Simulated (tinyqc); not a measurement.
Worked calculation: coherent transport through a tight-binding region between two chains. One step of it, computed by the program tinyqc.

Problem. Transmission at E = -0.64 eV. Surface Green function g = (E - i sqrt(4 t^2 - E^2)) / (2 t^2); self-energy tc^2 g on each contact site; G = (E - H - Sigma)^(-1); Gamma = -2 Im Sigma; T = Gamma_L Gamma_R |G_LR|^2; local density of states -Im G_ii / pi.

H of the central region (eV), lower triangle:
```
           1          2          3          4         5
1   0.000000
2  -2.260000   0.000000
3   0.000000  -1.860000   0.000000
4   0.000000   0.000000  -2.260000   0.000000
5   0.000000   0.000000   0.000000  -2.260000  0.000000
```

Leads: semi-infinite chains with site energy 0:
```
parameter                           value
lead hopping t (eV)              2.570000
coupling to the left lead (eV)   1.350000
coupling to the right lead (eV)  0.650000
left contact site                       1
right contact site                      5
```

E = -0.640000 eV

Give: g; G; local density of states; transmission.

Solution.

g = -0.048-0.386i 1/eV

G (1/eV), lower triangle:
```
               1              2              3             4
1  -0.283-0.110i
2   0.339+0.061i   0.102-0.091i
3   0.460+0.154i   0.160-0.106i  -0.504-0.224i
4  -0.149-0.007i  -0.038+0.045i   0.168+0.023i  0.079-0.030i
5  -0.502-0.156i  -0.171+0.118i   0.551+0.231i  0.297-0.032i

               5
5  -0.467-0.240i
```

local density of states (1/eV): 0.035  0.029  0.071  0.010  0.076

transmission = 0.127
